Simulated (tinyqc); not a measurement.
Raising U: Hubbard chain of 4 sites, mean field against exact. Computed by the program tinyqc. Command: `OMP_NUM_THREADS=1 python tinyqc.py 112433 112434 out.jsonl`; one thread of a shared host (Intel(R) Xeon(R) Processor @ 2.60GHz), about 6 s.

one-body matrix (hopping and site energies) (eV):
```
         1        2        3        4
1  -0.3000  -1.9600   0.0000   0.0000
2  -1.9600   0.0400  -1.9600   0.0000
3   0.0000  -1.9600   0.2000  -1.9600
4   0.0000   0.0000  -1.9600  -0.4600
```

electrons, up and down: 2  1

Collinear unrestricted mean field (the lowest of 40 random starts) against exact diagonalisation.

Exact and mean-field results (eV):
```
U          U/t   E exact  E mean field  mean |n_up - n_down|  double occupancy, exact  first gap in the sector
0.980    0.500  -7.42453      -7.40018                 0.250                    0.107                    1.746
1.960    1.000  -7.03166      -6.93766                 0.250                    0.094                    1.703
3.920    2.000  -6.39329      -6.06113                 0.280                    0.070                    1.531
5.880    3.000  -5.91706      -5.31881                 0.416                    0.052                    1.334
7.840    4.000  -5.56138      -4.77364                 0.529                    0.039                    1.158
11.760   6.000  -5.08437      -4.11989                 0.640                    0.023                    0.892
15.680   8.000  -4.78954      -3.81648                 0.728                    0.015                    0.715
23.520  12.000  -4.45458      -3.64451                 0.741                    0.008                    0.505
39.200  20.000  -4.15988      -3.50852                 0.747                 2.92e-03                    0.314
```

In absolute terms mean field is worst at U/t = 8.0, 0.973 eV too high: at small U it is nearly exact, and at large U it still misses the motion of the hole through a fluctuating spin background. Relative to the exact energy its error is 0.3 % at the smallest U, 20 % at most and 16 % at the largest. The double occupancy falls from 0.107 to 0.003.
